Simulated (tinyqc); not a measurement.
Inside a calculation: free and nearly free electrons in a metal. Values are carried at full precision from step to step, so a last printed digit may differ when a step is redone from the rounded ones.

The cubic cell holds 2 atoms: n = 2 z/a^3, kF = (3 pi^2 n)^(1/3), EF = c kF^2/m, vF = 2 c kF/(m hbar), c = hbar^2/2m0; rs = (3/(4 pi n))^(1/3)/a0; D(EF) = 3 n/(2 EF).

Constants: hbar^2/2m0 = 3.80998211 eV angstrom^2; hbar = 6.58211957e-16 eV s; a0 (Bohr radius) = 0.5291772105 angstrom; kB = 8.617333262e-05 eV/K.

Parameters, chosen for this exercise (near those of Na; not measured data): a = 4.198 angstrom (bcc lattice constant); z = 1 (free electrons an atom); m = 1 m0 (mass); rho = 5.22 micro-ohm cm (bulk resistivity); T = 300 K; V = 0.9 eV (|V_G| for G = (110)); x = 0.91 (k along G as a share of |G|/2).

## The Fermi sphere

Evaluate the free-electron quantities.

n = 0.02703 1/angstrom^3
kF = 0.9285 1/angstrom
EF = 3.285 eV
vF = 1.075e+06 m/s
rs = 3.906
D(EF) per atom = 0.4567 1/eV

## Relaxation time and mean free path

Drude: 1/rho = n e^2 tau/(m m0) with e = 1.602176634e-19 C and m0 = 9.1093837e-31 kg; mean free path l = vF tau; rho l = hbar kF/(n e^2) = 12 pi^3 hbar/(e^2 S) with S = 4 pi kF^2 does not depend on tau or m.

Use SI units: n in 1/m^3 (1e30 per 1/angstrom^3), rho in ohm m (1e-8 per micro-ohm cm).

tau = 25.15 fs
l = 27.03 nm
rho l = 14.110 1e-16 ohm m^2

Wires lose conductivity to surfaces and grain boundaries, with an excess that scales as rho l over the width and is of the order of rho itself at a width of l = 27 nm.

## Thermal quantities

gamma = (pi^2/3) kB^2 D(EF) per atom, times 96485.33 x 1e3 for mJ/(mol K^2); mu(T) = EF (1 - (pi kB T/EF)^2/12); Wiedemann-Franz kappa = L0 T/rho with L0 = (pi^2/3) (kB/e)^2, kB/e in V/K.

gamma = 1.076 mJ/(mol K^2)
mu - EF = -0.1674 meV
kappa = 140 W/(m K)

## The sphere against the zone faces

Take G = (hkl) 2 pi/a for (110), (200) and (211), with the number of equivalent faces. The Bragg plane of G lies at |G|/2 with |G| = (2 pi/a) sqrt(h^2 + k^2 + l^2). Where kF exceeds it, the sphere cuts the plane in a circle of radius sqrt(kF^2 - G^2/4).

Distance and circle for each G:
```
G      faces  |G|/2 (1/angstrom)  kF/(|G|/2)  circle radius
(110)     12              1.0583      0.8773              -
(200)      6              1.4967      0.6204              -
(211)     24              1.8331      0.5065              -
```

The sphere stays inside the first zone; it reaches 0.877 of the way to the nearest faces.

## Two plane waves near the face

Two plane waves k and k - G, G = (110) (2 pi/a): H = [[c k^2/m, V], [V, c (k - G)^2/m]] with c = hbar^2/2m0.

Build H for k along G, diagonalise, and give the weight of the first wave in the lower state and its velocity along G relative to a free electron, (w k + (1 - w)(k - G))/k.

H (eV):
```
        1       2
1  3.5339  0.9000
2  0.9000  5.0701
```

levels (eV): 3.1188  5.4852

w = 0.8246
v/v_free = 0.6145

The splitting is 2.366 eV here and 2V = 1.8 eV on the face, where the normal velocity vanishes. There the lower band lies at 3.367 eV, above the free EF of 3.285 eV, so the Fermi surface does not reach the face. Real Na and K have far smaller V and nearly spherical surfaces.

## Checks

- Lower level against the closed form of the 2 x 2 problem (eV): both 3.1188.
- The product rho l against hbar kF/(n e^2) (1e-16 ohm m^2): both 14.11.

(tinyqc, `OMP_NUM_THREADS=1 python tinyqc.py 1681144 1681145 out.jsonl`, Intel(R) Xeon(R) Processor @ 2.30GHz, 1 thread, shared host, about 0.01 s.)
